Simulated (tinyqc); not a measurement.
# Electron density from the filling shift

Inverse problem. At zero temperature the Burstein-Moss shift of one parabolic valley is (C/me + C/mh) kF^2 with kF = (3 pi^2 n)^(1/3), C = hbar^2/(2 m0). Find kF and n.

Inputs (values chosen for the exercise): electron mass me = 0.198 m0; hole mass mh = 1.01 m0.

Constants: q = 1.602176634e-19 C, hbar = 1.054571817e-34 J s, m0 = 9.1093837015e-31 kg, hbar^2/(2 m0) = 0.0380998212 eV nm^2. Results are converted to the units shown.

filling shift = 474.55218 meV

Solution. The shift gives kF^2, and n = kF^3/(3 pi^2).

kF = 1.436 1/nm
n = 1.000e20 cm^-3

Numbers from tinyqc (`OMP_NUM_THREADS=1 python tinyqc.py 2330099 2330100 out.jsonl`; about 0.01 s on one thread of a shared Intel Xeon 2.30GHz).
